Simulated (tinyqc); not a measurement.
Approximations to the ground state: Holstein polaron on two sites. Computed by tinyqc, a small Python program. Command: `OMP_NUM_THREADS=1 python tinyqc.py 3021749 3021750 out.jsonl holstein walk`. One thread of a shared host (Intel(R) Xeon(R) Processor @ 2.30GHz), about 0.01 s of CPU time with the checks.

One electron on sites 1 and 2: H = -t (c1+ c2 + c2+ c1) + hbar omega sum_i b_i+ b_i - g hbar omega sum_i n_i (b_i + b_i+). The symmetric phonon shifts the energy by -g^2 hbar omega/2 and drops out; with b = (b_1 - b_2)/sqrt(2) there remains H = -t sigma_x + hbar omega b+ b - (g hbar omega/sqrt(2)) sigma_z (b + b+). Parity splits it into blocks p = +1 and -1 over phonon numbers n. Zero-point energies are left out. Weights Z refer to mode b alone; the displaced symmetric mode multiplies the full zero-phonon weight by exp(-g^2/2).

Inputs (values chosen for the exercise, for a model dimer): hopping t = 48 meV; phonon energy hbar omega = 128 meV; coupling g = 0.371.

Method:
- Polaron binding energy E_p = g^2 hbar omega; ratio E_p/t (the adiabatic potential has two wells when it exceeds 1); adiabaticity hbar omega/t.
- Block p: H_nn = n hbar omega - p t (-1)^n - g^2 hbar omega/2, H_(n,n+1) = -(g hbar omega/sqrt(2)) sqrt(n + 1).
- Use 60 levels in both blocks; Z = c_0^2 is the weight of n = 0 in the ground state c; the splitting is the lowest odd level less the lowest even one, which without coupling is the smaller of 2t and hbar omega; <sigma_x> = sum (-1)^n c_n^2 measures the kinetic energy.
- Second order: E = -t - E_p/2 - (E_p/2) hbar omega/(hbar omega + 2t). Lang-Firsov: E = -E_p - t exp(-g^2). Variable displacement: E(x) = -E_p/2 - t exp(-g^2 x^2) - (E_p/2)(2x - x^2), minimised over 0 <= x <= 1. Adiabatic, classical lattice: E = -E_p/2 - t for E_p < t, else -E_p - t^2/(2 E_p); it leaves out the change of zero-point energy.

E_p = 17.6180 meV

E_p/t = 0.367043

ground-state energy = -61.9286 meV

hbar omega/t = 2.66667

splitting/(2t) = 0.805514

Ground-state energy (meV):

| method | E | E - exact |
|---|---|---|
| second order in g | -61.843 | 0.0859 |
| Lang-Firsov | -59.446 | 2.4828 |
| variable displacement | -61.892 | 0.0362 |
| adiabatic, classical | -56.809 | 5.1196 |

best displacement x = 0.58284

What follows from these numbers?

Closest here is variable displacement (+0.04 meV), furthest adiabatic, classical (+5.12 meV), at hbar omega/t = 2.67 and E_p/t = 0.37. Lang-Firsov and variable displacement are variational and lie above the exact value. The Lang-Firsov narrowing exp(-g^2) = 0.871 compares with the exact splitting ratio 0.806.

Extremes, crossings and ranges named in words are read from the listed rows.
